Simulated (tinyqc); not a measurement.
Off-state leakage of single and stacked transistors: subthreshold current against the height of the stack.

n-channel devices of unit width. Subthreshold current I(Vg, Vs, Vd) = I0 (T/300 K)^0.5 exp[(Vg - Vs - VT(T) - gb (Vs - Vb) + dd (Vd - Vs))/(nf Vt)] (1 - exp(-(Vd - Vs)/Vt)), VT(T) = VT - cT (T - 300 K). Gate-edge tunnelling Ig (Vd/1 V) exp(ag (Vd - 1 V)), for a gate at 0 V, and band-to-band leakage Ab u exp(-Bb/u), u = Vd - Vb + 1 V, flow at a drain held at V; both are taken as independent of T. In a stack of off transistors (all gates at 0 V) the same subthreshold current passes through each.

All n gates at 0 V, bottom source at 0 V, top drain at V; node voltages follow from equal currents.

Inputs (values chosen for the exercise); values of the order met in bulk silicon logic transistors:
- T = 358 K (temperature)
- V = 1.1 V (supply voltage)
- VT = 0.33 V (threshold at 300 K, zero drain and body bias)
- cT = 0.7 mV/K (fall of the threshold with temperature)
- I0 = 0.18 uA/um (current at threshold at 300 K)
- nf = 1.32 (slope factor)
- dd = 0.07 (drain-induced lowering per volt)
- gb = 0.23 (rise of the threshold per volt of source-body bias)
- Vb = 0 V (body voltage)

Constants: q = 1.602176634e-19 C, kB = 1.380649e-23 J/K, Vt = kB T/q. Results are converted to the units shown.

Result of one run:
```
n	I (nA/um)	reduction factor	drain voltage of the bottom device (mV)	source voltage of the top device (mV)	voltage across the top device (V)
1	1.0677	1.0000	1100.0	0	1.1000
```

What becomes of these results when the number of transistors in series n is changed from 1 to 4, all else the same?

Result of the changed run:
```
n	I (nA/um)	reduction factor	drain voltage of the bottom device (mV)	source voltage of the top device (mV)	voltage across the top device (V)
4	0.055571	19.213	12.696	92.583	1.0074
```

The whole series:
```
n	I (nA/um)	reduction factor	drain voltage of the bottom device (mV)	source voltage of the top device (mV)	voltage across the top device (V)
1	1.0677	1.0000	1100.0	0	1.1000
2	0.15386	6.9395	60.683	60.683	1.0393
3	0.081721	13.065	20.733	80.502	1.0195
4	0.055571	19.213	12.696	92.583	1.0074
5	0.042085	25.370	9.1668	101.29	0.99871
6	0.033862	31.531	7.1762	108.10	0.99190
```

The second transistor cuts the current by a factor of 6.94, the third by a further 1.88 and the sixth by 1.24. The top device keeps 90.2 % of the supply at n = 6, while the drain voltage of the bottom one falls to 0.233 Vt.

Computed by the program tinyqc: `OMP_NUM_THREADS=1 python tinyqc.py 2242084 2242085 out.jsonl`, one thread of a shared Intel Xeon 2.30GHz, about 0.03 s for the whole run.
